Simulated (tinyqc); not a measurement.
# Short-channel transistor, virtual-source model with series resistance: what changes with what

The current per gate width is the charge at the top of the source barrier (the virtual source) times its velocity times a saturation function; al and be are fitting constants of the model. Units: I in uA/um, Rs in ohm um, so I Rs = 1e-6 I Rs in volts; Q in uC/cm^2, so I = 1e-4 Q vx0 Fsat with vx0 in cm/s.

Values chosen for this exercise: temperature T = 300 K; inversion capacitance Cinv = 3.58 uF/cm^2; velocity at the virtual source vx0 = 1.39e7 cm/s; apparent mobility mu = 160 cm^2/(V s); channel length L = 90 nm; threshold at zero drain voltage VT0 = 0.33 V; drain-induced barrier lowering dl = 0.049 V/V; subthreshold factor n0 = 1.33; growth of n with drain voltage nd = 0.1 1/V; threshold shift (in units of Vt) from weak to strong inversion al = 3.5; sharpness of saturation be = 1.6; series resistance of each contact Rs = 120 ohm um.

Constants: q = 1.602176634e-19 C, kB = 1.380649e-23 J/K, Vt = kB T/q. Results are converted to the units shown.

Each table varies one quantity; the others keep the values above.

## Output curve

Intrinsic voltages Vg' = Vgs - I Rs, Vd' = Vds - 2 I Rs. n = n0 + nd Vd', VT = VT0 - dl Vd', Ff = 1/(1 + exp((Vg' - VT + al Vt/2)/(al Vt))), Q = Cinv n Vt ln(1 + exp((Vg' - VT + al Vt Ff)/(n Vt))), Vdsat = (vx0 L/mu)(1 - Ff) + Vt Ff, Fsat = u/(1 + u^be)^(1/be) with u = Vd'/Vdsat, and I = Q vx0 Fsat per width. I is solved self-consistently. gds = dI/dVds, gm = dI/dVgs.

In this table Vgs = 1.2 V.

Results:
```
Vds (V)	I (uA/um)	Fsat	gds (uS/um)	gain gm/gds
0.13	302.6	0.07269	2272	0.06936
0.26	589.5	0.1471	2138	0.1531
0.4	877.5	0.2278	1972	0.2663
0.53	1123	0.3017	1803	0.3998
0.66	1346	0.3731	1626	0.5686
0.93	1735	0.5077	1263	1.068
1.07	1900	0.5681	1092	1.425
1.2	2033	0.6179	949.8	1.823
```

Estimate the missing row, Vds = 0.8 V.

Computed row:
```
Vds (V)	I (uA/um)	Fsat	gds (uS/um)	gain gm/gds
0.8	1560	0.4456	1435	0.7994
```

With this row back in the table: The current rises from 303 to 2030 uA/um as Fsat rises from 0.0727 to 0.618; gds falls from 2270 to 950 uS/um. The gain ends at 1.82, against 1/dl = 20.4 for a current that depends on Vds through barrier lowering alone.

## Effect of the channel length on the on and off currents

Same model as above.

Ion is I at Vgs = Vds = 1.2 V, Ioff at Vgs = 0, Vds = 1.2 V, and Rlin = Vds/I at Vgs = 1.2 V, Vds = 0.05 V. mu, vx0, VT0, dl and n0 are held fixed.

Results:
```
L (nm)	Ion (uA/um)	Ioff (nA/um)	log10(Ion/Ioff)	Rlin (ohm um)
10	2737	1240	3.344	260.7
15	2693	1239	3.337	271.0
24	2605	1238	3.323	289.5
36	2484	1237	3.303	314.1
55	2305	1235	3.271	352.8
85	2067	1232	3.225	413.6
200	1490	1213	3.089	645.3
```

Estimate the missing row, L = 130 nm.

Computed row:
```
L (nm)	Ion (uA/um)	Ioff (nA/um)	log10(Ion/Ioff)	Rlin (ohm um)
130	1793	1225	3.165	504.5
```

With this row back in the table: As L goes from 10 to 200 nm, Ion falls from 2740 to 1490 uA/um, Ioff falls from 1240 to 1210 nA/um and Rlin rises from 261 to 645 ohm um. Ion changes by a factor of 0.544 and Ioff by 0.979. In every row the off current passes 1 uA/um, so the device is hardly off at Vgs = 0. At L = 200 nm the channel is long for this model, whose fixed vx0 belongs to short devices.

## Transfer curves at low and high drain voltage

Same model as above.

Columns for Vds = 0.05 V and 1.2 V; gm = dI/dVgs at 1.2 V.

Result of one run:
```
Vgs (V)	I, low Vds (uA/um)	I, high Vds (uA/um)	gm (uS/um)
0.6	61.53	826.4	2196
```

What becomes of these results when the gate voltage Vgs is changed from 0.6 to 1.2 V, all else the same?

Result of the changed run:
```
Vgs (V)	I, low Vds (uA/um)	I, high Vds (uA/um)	gm (uS/um)
1.2	118.0	2033	1732
```

The whole series:
```
Vgs (V)	I, low Vds (uA/um)	I, high Vds (uA/um)	gm (uS/um)
0	0.09584	1.231	30.19
0.15	2.215	31.60	552.1
0.3	15.69	205.2	1697
0.45	39.01	499.9	2128
0.6	61.53	826.4	2196
0.75	80.65	1153	2143
0.9	95.95	1467	2032
1.05	108.1	1761	1889
1.2	118.0	2033	1732
```

At Vds = 1.2 V the current spans 3.2 decades, from 1.23 to 2030 uA/um. Between the first two rows the swing is 106 mV a decade, against n Vt ln 10 = 86.3. At Vgs = 0 the higher drain voltage raises the current by a factor of 12.8, at Vgs = 1.2 V by 17.2. The transconductance goes from 30.2 through a maximum of 2200 (at Vgs = 0.6 V among the rows listed) to 1730 uS/um; Cinv vx0, its value in strong inversion and saturation without series resistance, is 4980 uS/um.

Computed by the program tinyqc: `OMP_NUM_THREADS=1 python tinyqc.py 2380041 2380042 out.jsonl`, one thread of a shared Intel Xeon 2.30GHz, about 0.01 s for the whole run.
